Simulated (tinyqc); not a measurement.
Inside a calculation. Method: coupled-perturbed Hartree-Fock on RHF in the sto-3g basis, for BeH2, spin multiplicity 1. Computed by tinyqc, a small Python program that keeps every step (integrals from PySCF). Settings: charge = 0, multiplicity = 1, basis = sto-3g, method = RHF, energy threshold = 1e-10, iteration cap = 59, orthogonalisation = symmetric, start = Wolfsberg-Helmholz matrix, DIIS depth = 6. Command: `OMP_NUM_THREADS=1 python tinyqc.py 20952 20953 out.jsonl` (the two numbers bound the seeds that draw the settings). One thread of a shared host (Intel(R) Xeon(R) Processor @ 2.60GHz), about 0.2 s of CPU time with the checks. The early iterations of the SCF are left out here.

## One-electron integrals

Geometry (angstrom):
```
atom       x        y       z
Be    0.0000   0.0000  0.0000
H     0.0000   1.6210  0.0000
H     0.0000  -1.6580  0.0000
```

Basis sto-3g: exponents (1/bohr^2) and contraction coefficients of normalised primitives:
```
element  l (shell)  exponent  coefficient
Be           s (1)   30.1679       0.1543
Be           s (1)    5.4951       0.5353
Be           s (1)    1.4872       0.4446
Be           s (2)    1.3148      -0.1000
Be           s (2)    0.3055       0.3995
Be           s (2)    0.0994       0.7001
Be           p (3)    1.3148       0.1559
Be           p (3)    0.3055       0.6077
Be           p (3)    0.0994       0.3920
H            s (1)    3.4253       0.1543
H            s (1)    0.6239       0.5353
H            s (1)    0.1689       0.4446
```

Overlap, kinetic and nuclear-attraction integrals over the contracted functions; the nuclear repulsion is the sum of Za Zb / Rab.

nuclear repulsion = 2.743852 hartree

overlap S, order 1Be 1s, 1Be 2s, 1Be 2px, 1Be 2py, 1Be 2pz, 2H 1s, 3H 1s:
$$\begin{pmatrix}
1.0000 & 0.2595 & 0.0000 & 0.0000 & 0.0000 & 0.0375 & 0.0346 \\
0.2595 & 1.0000 & 0.0000 & 0.0000 & 0.0000 & 0.3522 & 0.3391 \\
0.0000 & 0.0000 & 1.0000 & 0.0000 & 0.0000 & 0.0000 & 0.0000 \\
0.0000 & 0.0000 & 0.0000 & 1.0000 & 0.0000 & 0.4368 & -0.4243 \\
0.0000 & 0.0000 & 0.0000 & 0.0000 & 1.0000 & 0.0000 & 0.0000 \\
0.0375 & 0.3522 & 0.0000 & 0.4368 & 0.0000 & 1.0000 & 0.0100 \\
0.0346 & 0.3391 & 0.0000 & -0.4243 & 0.0000 & 0.0100 & 1.0000
\end{pmatrix}$$

kinetic energy T (hartree), order 1Be 1s, 1Be 2s, 1Be 2px, 1Be 2py, 1Be 2pz, 2H 1s, 3H 1s:
$$\begin{pmatrix}
6.6940 & -0.0330 & 0.0000 & 0.0000 & 0.0000 & -0.0106 & -0.0098 \\
-0.0330 & 0.2111 & 0.0000 & 0.0000 & 0.0000 & 0.0331 & 0.0295 \\
0.0000 & 0.0000 & 0.6606 & 0.0000 & 0.0000 & 0.0000 & 0.0000 \\
0.0000 & 0.0000 & 0.0000 & 0.6606 & 0.0000 & 0.1115 & -0.1027 \\
0.0000 & 0.0000 & 0.0000 & 0.0000 & 0.6606 & 0.0000 & 0.0000 \\
-0.0106 & 0.0331 & 0.0000 & 0.1115 & 0.0000 & 0.7600 & -0.0045 \\
-0.0098 & 0.0295 & 0.0000 & -0.1027 & 0.0000 & -0.0045 & 0.7600
\end{pmatrix}$$

nuclear attraction V (hartree), order 1Be 1s, 1Be 2s, 1Be 2px, 1Be 2py, 1Be 2pz, 2H 1s, 3H 1s:
$$\begin{pmatrix}
-15.2067 & -2.0668 & 0.0000 & -0.0005 & 0.0000 & -0.2972 & -0.2739 \\
-2.0668 & -2.9412 & 0.0000 & -0.0038 & 0.0000 & -0.9386 & -0.8935 \\
0.0000 & 0.0000 & -2.8664 & 0.0000 & 0.0000 & 0.0000 & 0.0000 \\
-0.0005 & -0.0038 & 0.0000 & -3.0348 & 0.0000 & -1.1333 & 1.0875 \\
0.0000 & 0.0000 & 0.0000 & 0.0000 & -2.8664 & 0.0000 & 0.0000 \\
-0.2972 & -0.9386 & 0.0000 & -1.1333 & 0.0000 & -2.6907 & -0.0321 \\
-0.2739 & -0.8935 & 0.0000 & 1.0875 & 0.0000 & -0.0321 & -2.6621
\end{pmatrix}$$

core Hamiltonian H = T + V (hartree), order 1Be 1s, 1Be 2s, 1Be 2px, 1Be 2py, 1Be 2pz, 2H 1s, 3H 1s:
$$\begin{pmatrix}
-8.5127 & -2.0998 & 0.0000 & -0.0005 & 0.0000 & -0.3078 & -0.2837 \\
-2.0998 & -2.7301 & 0.0000 & -0.0038 & 0.0000 & -0.9055 & -0.8641 \\
0.0000 & 0.0000 & -2.2058 & 0.0000 & 0.0000 & 0.0000 & 0.0000 \\
-0.0005 & -0.0038 & 0.0000 & -2.3742 & 0.0000 & -1.0218 & 0.9848 \\
0.0000 & 0.0000 & 0.0000 & 0.0000 & -2.2058 & 0.0000 & 0.0000 \\
-0.3078 & -0.9055 & 0.0000 & -1.0218 & 0.0000 & -1.9307 & -0.0366 \\
-0.2837 & -0.8641 & 0.0000 & 0.9848 & 0.0000 & -0.0366 & -1.9021
\end{pmatrix}$$

## Two-electron integrals

Functions are numbered as in S; the eight-fold symmetry (ij|kl) = (ji|kl) = (kl|ij) leaves the list below.

Two-electron integrals (ij|kl) in chemists' order, unique and non-zero (hartree):
```
(11|11) 2.2988      (21|11) 0.3920      (21|21) 0.0795      (22|11) 0.5710
(22|21) 0.1430      (22|22) 0.4177      (31|31) 0.0146      (32|31) 0.0219
(32|32) 0.0923      (33|11) 0.5696      (33|21) 0.1431      (33|22) 0.4176
(33|33) 0.4499      (41|41) 0.0146      (42|41) 0.0219      (42|42) 0.0923
(43|43) 0.0242      (44|11) 0.5696      (44|21) 0.1431      (44|22) 0.4176
(44|33) 0.4014      (44|44) 0.4499      (51|51) 0.0146      (52|51) 0.0219
(52|52) 0.0923      (53|53) 0.0242      (54|54) 0.0242      (55|11) 0.5696
(55|21) 0.1431      (55|22) 0.4176      (55|33) 0.4014      (55|44) 0.4014
(55|55) 0.4499      (61|11) 0.0559      (61|21) 0.0113      (61|22) 0.0206
(61|33) 0.0204      (61|41) 0.0010      (61|42) 0.0019      (61|44) 0.0209
(61|55) 0.0204      (61|61) 0.0017      (62|11) 0.1552      (62|21) 0.0396
(62|22) 0.1285      (62|33) 0.1234      (62|41) 0.0051      (62|42) 0.0333
(62|44) 0.1386      (62|55) 0.1234      (62|61) 0.0062      (62|62) 0.0625
(63|31) 0.0034      (63|32) 0.0164      (63|43) 0.0055      (63|63) 0.0052
(64|11) 0.1742      (64|21) 0.0449      (64|22) 0.1526      (64|33) 0.1436
(64|41) 0.0082      (64|42) 0.0515      (64|44) 0.1704      (64|55) 0.1436
(64|61) 0.0073      (64|62) 0.0838      (64|64) 0.1152      (65|51) 0.0034
(65|52) 0.0164      (65|54) 0.0055      (65|65) 0.0052      (66|11) 0.3255
(66|21) 0.0843      (66|22) 0.3083      (66|33) 0.2866      (66|41) 0.0119
(66|42) 0.1027      (66|44) 0.3514      (66|55) 0.2866      (66|61) 0.0135
(66|62) 0.1964      (66|64) 0.2778      (66|66) 0.7746      (71|11) 0.0516
(71|21) 0.0105      (71|22) 0.0190      (71|33) 0.0188      (71|41) -0.0009
(71|42) -0.0017     (71|44) 0.0192      (71|55) 0.0188      (71|61) 0.0014
(71|62) 0.0049      (71|64) 0.0053      (71|66) 0.0103      (71|71) 0.0014
(72|11) 0.1473      (72|21) 0.0376      (72|22) 0.1226      (72|33) 0.1177
(72|41) -0.0049     (72|42) -0.0319     (72|44) 0.1323      (72|55) 0.1177
(72|61) 0.0050      (72|62) 0.0288      (72|64) 0.0318      (72|66) 0.0663
(72|71) 0.0055      (72|72) 0.0577      (73|31) 0.0031      (73|32) 0.0154
(73|43) -0.0053     (73|63) 0.0018      (73|73) 0.0047      (74|11) -0.1669
(74|21) -0.0430     (74|22) -0.1468     (74|33) -0.1382     (74|41) 0.0078
(74|42) 0.0492      (74|44) -0.1639     (74|55) -0.1382     (74|61) -0.0056
(74|62) -0.0322     (74|64) -0.0349     (74|66) -0.0742     (74|71) -0.0065
(74|72) -0.0779     (74|74) 0.1076      (75|51) 0.0031      (75|52) 0.0154
(75|54) -0.0053     (75|65) 0.0018      (75|75) 0.0047      (76|11) 0.0061
(76|21) 0.0015      (76|22) 0.0043      (76|33) 0.0043      (76|41) -2.91e-06
(76|42) -1.88e-05   (76|44) 0.0044      (76|55) 0.0043      (76|61) 2.19e-04
(76|62) 0.0014      (76|64) 0.0016      (76|66) 0.0033      (76|71) 2.02e-04
(76|72) 0.0013      (76|74) -0.0016     (76|76) 4.51e-05    (77|11) 0.3184
(77|21) 0.0825      (77|22) 0.3030      (77|33) 0.2818      (77|41) -0.0114
(77|42) -0.1002     (77|44) 0.3450      (77|55) 0.2818      (77|61) 0.0109
(77|62) 0.0685      (77|64) 0.0758      (77|66) 0.1614      (77|71) 0.0122
(77|72) 0.1880      (77|74) -0.2674     (77|76) 0.0033      (77|77) 0.7746
```

## Orthogonalisation

S = U s U^T; symmetric (Loewdin) form X = U s^(-1/2) U^T, so that X^T S X = 1.

eigenvalues of S: [0.3853, 0.4712, 0.9601, 1.0000, 1.0000, 1.5765, 1.6069]

X, order 1Be 1s, 1Be 2s, 1Be 2px, 1Be 2py, 1Be 2pz, 2H 1s, 3H 1s:
$$\begin{pmatrix}
1.0285 & -0.1493 & 0.0000 & -0.0005 & 0.0000 & 0.0209 & 0.0205 \\
-0.1493 & 1.1416 & 0.0000 & 0.0066 & 0.0000 & -0.2150 & -0.2022 \\
0.0000 & 0.0000 & 1.0000 & 0.0000 & 0.0000 & 0.0000 & 0.0000 \\
-0.0005 & 0.0066 & 0.0000 & 1.1963 & 0.0000 & -0.2960 & 0.2838 \\
0.0000 & 0.0000 & 0.0000 & 0.0000 & 1.0000 & 0.0000 & 0.0000 \\
0.0209 & -0.2150 & 0.0000 & -0.2960 & 0.0000 & 1.1601 & -0.0493 \\
0.0205 & -0.2022 & 0.0000 & 0.2838 & 0.0000 & -0.0493 & 1.1473
\end{pmatrix}$$

## Iteration 6 (converged): orbitals

converged F (hartree), order 1Be 1s, 1Be 2s, 1Be 2px, 1Be 2py, 1Be 2pz, 2H 1s, 3H 1s:
$$\begin{pmatrix}
-4.5348 & -1.2906 & 0.0000 & 0.0000 & 0.0000 & -0.1930 & -0.1780 \\
-1.2906 & -0.5850 & 0.0000 & -0.0044 & 0.0000 & -0.3225 & -0.3116 \\
0.0000 & 0.0000 & 0.2133 & 0.0000 & 0.0000 & 0.0000 & 0.0000 \\
0.0000 & -0.0044 & 0.0000 & -0.1213 & 0.0000 & -0.2940 & 0.2882 \\
0.0000 & 0.0000 & 0.0000 & 0.0000 & 0.2133 & 0.0000 & 0.0000 \\
-0.1930 & -0.3225 & 0.0000 & -0.2940 & 0.0000 & -0.2188 & -0.0082 \\
-0.1780 & -0.3116 & 0.0000 & 0.2882 & 0.0000 & -0.0082 & -0.2090
\end{pmatrix}$$

Diagonalise F' = X^T F X, C = X C', fill 3 alpha and 3 beta electrons from the bottom; D = 2 C_occ C_occ^T. Each column has its largest component positive (the first on a tie).

F' = X^T F X (hartree):
$$\begin{pmatrix}
-4.4254 & -0.7001 & 0.0000 & 0.0002 & 0.0000 & 0.0031 & 0.0074 \\
-0.7001 & -0.1639 & 0.0000 & 0.0032 & 0.0000 & -0.2665 & -0.2563 \\
0.0000 & 0.0000 & 0.2133 & 0.0000 & 0.0000 & 0.0000 & 0.0000 \\
0.0002 & 0.0032 & 0.0000 & 0.1957 & 0.0000 & -0.3587 & 0.3495 \\
0.0000 & 0.0000 & 0.0000 & 0.0000 & 0.2133 & 0.0000 & 0.0000 \\
0.0031 & -0.2665 & 0.0000 & -0.3587 & 0.0000 & 0.0329 & -0.0582 \\
0.0074 & -0.2563 & 0.0000 & 0.3495 & 0.0000 & -0.0582 & 0.0270
\end{pmatrix}$$

orbital energies (hartree): MO1 -4.5381, MO2 -0.4063, MO3 -0.3615, MO4 0.2133, MO5 0.2133, MO6 0.3264, MO7 0.6459

coefficients C, order 1Be 1s, 1Be 2s, 1Be 2px, 1Be 2py, 1Be 2pz, 2H 1s, 3H 1s:
$$\begin{pmatrix}
0.9919 & -0.2104 & 0.0159 & 0.0000 & 0.0000 & -0.2289 & -0.0068 \\
0.0307 & 0.6196 & -0.0512 & 0.0000 & 0.0000 & 1.0117 & 0.0416 \\
0.0000 & 0.0000 & 0.0000 & 0.0383 & 0.9993 & 0.0000 & 0.0000 \\
0.0001 & 0.0380 & 0.4930 & 0.0000 & 0.0000 & -0.0248 & 1.1637 \\
0.0000 & 0.0000 & 0.0000 & 0.9993 & -0.0383 & 0.0000 & 0.0000 \\
-0.0039 & 0.4250 & 0.4054 & 0.0000 & 0.0000 & -0.6905 & -0.8129 \\
-0.0038 & 0.3578 & -0.4701 & 0.0000 & 0.0000 & -0.7221 & 0.7551
\end{pmatrix}$$

D after iteration 6, order 1Be 1s, 1Be 2s, 1Be 2px, 1Be 2py, 1Be 2pz, 2H 1s, 3H 1s:
$$\begin{pmatrix}
2.0568 & -0.2013 & 0.0000 & -0.0001 & 0.0000 & -0.1735 & -0.1730 \\
-0.2013 & 0.7748 & 0.0000 & -0.0034 & 0.0000 & 0.4849 & 0.4912 \\
0.0000 & 0.0000 & 0.0000 & 0.0000 & 0.0000 & 0.0000 & 0.0000 \\
-0.0001 & -0.0034 & 0.0000 & 0.4890 & 0.0000 & 0.4320 & -0.4364 \\
0.0000 & 0.0000 & 0.0000 & 0.0000 & 0.0000 & 0.0000 & 0.0000 \\
-0.1735 & 0.4849 & 0.0000 & 0.4320 & 0.0000 & 0.6899 & -0.0770 \\
-0.1730 & 0.4912 & 0.0000 & -0.4364 & 0.0000 & -0.0770 & 0.6981
\end{pmatrix}$$

Within a degenerate level the vectors are fixed only up to a rotation; this is one choice.

## Convergence

Stop when the energy changes by less than 1e-10 hartree and every element of the error matrix X^T (F D S - S D F) X is below 3e-06.

Course of the cycle:
```
iteration  E (hartree)     change  largest element of the error matrix
1           -15.447790          -                             1.85e-01
2           -15.490379  -4.26e-02                             1.86e-02
3           -15.491260  -8.81e-04                             3.85e-03
4           -15.491304  -4.38e-05                             3.92e-04
5           -15.491305  -4.61e-07                             2.12e-06
6           -15.491305  -9.66e-12                             1.54e-07
```

PySCF RHF in the same basis = -15.491305 hartree

Converged in 6 iterations.

## Integrals over molecular orbitals

(pq|rs) = sum C_ip C_jq C_kr C_ls (ij|kl), one index at a time.

one-electron integrals over orbitals h = C^T H C (hartree):
$$\begin{pmatrix}
-8.5015 & 0.2052 & -0.0157 & 0.0000 & 0.0000 & 0.2041 & 0.0052 \\
0.2052 & -2.2526 & -0.0039 & 0.0000 & 0.0000 & -0.2570 & -0.0294 \\
-0.0157 & -0.0039 & -2.1751 & 0.0000 & 0.0000 & 0.0342 & -0.3178 \\
0.0000 & 0.0000 & 0.0000 & -2.2058 & 0.0000 & 0.0000 & 0.0000 \\
0.0000 & 0.0000 & 0.0000 & 0.0000 & -2.2058 & 0.0000 & 0.0000 \\
0.2041 & -0.2570 & 0.0342 & 0.0000 & 0.0000 & -1.8809 & 0.0015 \\
0.0052 & -0.0294 & -0.3178 & 0.0000 & 0.0000 & 0.0015 & -1.8644
\end{pmatrix}$$

Two-electron integrals over orbitals (pq|rs), unique and non-zero (hartree):
```
(11|11) 2.2721      (21|11) -0.1848     (21|21) 0.0233      (22|11) 0.4510
(22|21) -0.0054     (22|22) 0.3716      (31|11) 0.0139      (31|21) -0.0014
(31|22) 0.0021      (31|31) 0.0050      (32|11) -0.0011     (32|21) 0.0011
(32|22) 0.0263      (32|31) 0.0101      (32|32) 0.1527      (33|11) 0.4088
(33|21) -0.0024     (33|22) 0.3744      (33|31) -0.0013     (33|32) -0.0215
(33|33) 0.4049      (41|41) 0.0157      (42|41) 0.0148      (42|42) 0.0469
(43|41) -0.0011     (43|42) -0.0026     (43|43) 0.0121      (44|11) 0.5692
(44|21) -0.0071     (44|22) 0.3495      (44|31) 0.0005      (44|32) -3.21e-04
(44|33) 0.3283      (44|44) 0.4499      (51|51) 0.0157      (52|51) 0.0148
(52|52) 0.0469      (53|51) -0.0011     (53|52) -0.0026     (53|53) 0.0121
(54|54) 0.0242      (55|11) 0.5692      (55|21) -0.0071     (55|22) 0.3495
(55|31) 0.0005      (55|32) -3.21e-04   (55|33) 0.3283      (55|44) 0.4014
(55|55) 0.4499      (61|11) -0.1929     (61|21) 0.0247      (61|22) -0.0059
(61|31) -0.0021     (61|32) -2.59e-04   (61|33) -0.0027     (61|44) -0.0058
(61|55) -0.0058     (61|61) 0.0263      (62|11) 0.1412      (62|21) -0.0059
(62|22) -0.0132     (62|31) 2.20e-04    (62|32) -0.0081     (62|33) -0.0389
(62|44) 0.0710      (62|55) 0.0710      (62|61) -0.0053     (62|62) 0.0844
(63|11) -0.0167     (63|21) 0.0005      (63|22) -0.0142     (63|31) -8.50e-05
(63|32) -0.0904     (63|33) 0.0175      (63|44) -0.0087     (63|55) -0.0087
(63|61) 0.0005      (63|62) -0.0040     (63|63) 0.0899      (64|41) 0.0160
(64|42) 0.0461      (64|43) -0.0040     (64|64) 0.0485      (65|51) 0.0160
(65|52) 0.0461      (65|53) -0.0040     (65|65) 0.0485      (66|11) 0.4532
(66|21) -0.0066     (66|22) 0.3688      (66|31) 2.13e-05    (66|32) -0.0058
(66|33) 0.3820      (66|44) 0.3474      (66|55) 0.3474      (66|61) -0.0065
(66|62) -0.0260     (66|63) 0.0069      (66|66) 0.3873      (71|11) -0.0056
(71|21) 0.0015      (71|22) 0.0026      (71|31) 0.0091      (71|32) 0.0166
(71|33) -0.0026     (71|44) -1.28e-04   (71|55) -1.28e-04   (71|61) 3.39e-04
(71|62) -4.25e-04   (71|63) 0.0007      (71|66) -0.0010     (71|71) 0.0174
(72|11) 0.0151      (72|21) -1.01e-04   (72|22) -0.0066     (72|31) 0.0047
(72|32) -0.0376     (72|33) 0.0030      (72|44) 0.0071      (72|55) 0.0071
(72|61) -0.0006     (72|62) 0.0117      (72|63) 0.0623      (72|66) -3.02e-04
(72|71) 0.0085      (72|72) 0.0584      (73|11) 0.1513      (73|21) -0.0038
(73|22) 0.0022      (73|31) -1.86e-04   (73|32) -0.0012     (73|33) -0.0179
(73|44) 0.0726      (73|55) 0.0726      (73|61) -0.0035     (73|62) 0.0796
(73|63) -0.0117     (73|66) -0.0198     (73|71) -0.0009     (73|72) 0.0059
(73|73) 0.0879      (74|41) 0.0005      (74|42) 0.0025      (74|43) 0.0129
(74|64) 0.0010      (74|74) 0.0171      (75|51) 0.0005      (75|52) 0.0025
(75|53) 0.0129      (75|65) 0.0010      (75|75) 0.0171      (76|11) -0.0008
(76|21) 0.0008      (76|22) 0.0220      (76|31) 0.0094      (76|32) 0.1366
(76|33) -0.0217     (76|44) 2.62e-04    (76|55) 2.62e-04    (76|61) -4.53e-04
(76|62) -0.0063     (76|63) -0.0905     (76|66) -0.0070     (76|71) 0.0158
(76|72) -0.0451     (76|73) -5.42e-05   (76|76) 0.1348      (77|11) 0.5369
(77|21) -0.0071     (77|22) 0.3940      (77|31) 0.0010      (77|32) 0.0095
(77|33) 0.4061      (77|44) 0.3735      (77|55) 0.3735      (77|61) -0.0072
(77|62) -0.0151     (77|63) -0.0051     (77|66) 0.4021      (77|71) 0.0006
(77|72) -0.0035     (77|73) 0.0066      (77|76) 0.0070      (77|77) 0.4448
```

## Response to a field: uncoupled start

dipole integrals <a|z|i> (bohr), order a4, a5, a6, a7:
$$\begin{pmatrix}
0.1509 & 0.9609 & -0.0745 \\
-0.0058 & -0.0369 & 0.0029 \\
0.0000 & 0.0000 & 0.0000 \\
0.0000 & 0.0000 & 0.0000
\end{pmatrix}$$

Field along z; U_ai = -mu_ai / (e_a - e_i), alpha = -4 sum U_ai mu_ai.

uncoupled U, order a4, a5, a6, a7:
$$\begin{pmatrix}
-0.0318 & -1.5507 & 0.1297 \\
0.0012 & 0.0595 & -0.0050 \\
0.0000 & 0.0000 & 0.0000 \\
0.0000 & 0.0000 & 0.0000
\end{pmatrix}$$

uncoupled polarisability = 6.0271 bohr^3

## Coupled step 1

U_ai = -(mu_ai + sum_bj [4 (ai|bj) - (ab|ij) - (aj|bi)] U_bj) / (e_a - e_i); alpha = -4 sum U_ai mu_ai.

U after step 1, order a4, a5, a6, a7:
$$\begin{pmatrix}
-0.0183 & -2.0690 & 0.1752 \\
0.0007 & 0.0794 & -0.0067 \\
0.0000 & 0.0000 & 0.0000 \\
0.0000 & 0.0000 & 0.0000
\end{pmatrix}$$

polarisability = 8.0275 bohr^3

## Coupled step 2

As before.

U after step 2, order a4, a5, a6, a7:
$$\begin{pmatrix}
-0.0112 & -2.2442 & 0.1917 \\
0.0004 & 0.0861 & -0.0074 \\
0.0000 & 0.0000 & 0.0000 \\
0.0000 & 0.0000 & 0.0000
\end{pmatrix}$$

polarisability = 8.7025 bohr^3

## Coupled polarisability

Repeat until U stops changing; compare with -d2E/dF2.

Course of the coupled iterations:
```
step  alpha (bohr^3)
0             6.0271
1             8.0275
2             8.7025
3             8.9315
4             9.0093
5             9.0357
6             9.0447
7             9.0477
8             9.0488
9             9.0491
10            9.0493
11            9.0493
12            9.0493
13            9.0493
14            9.0493
15            9.0493
16            9.0493
17            9.0493
18            9.0493
19            9.0493
20            9.0493
21            9.0493
```

coupled polarisability = 9.0493 bohr^3

finite-field check, fields of +/-0.001 au = 9.0493 bohr^3
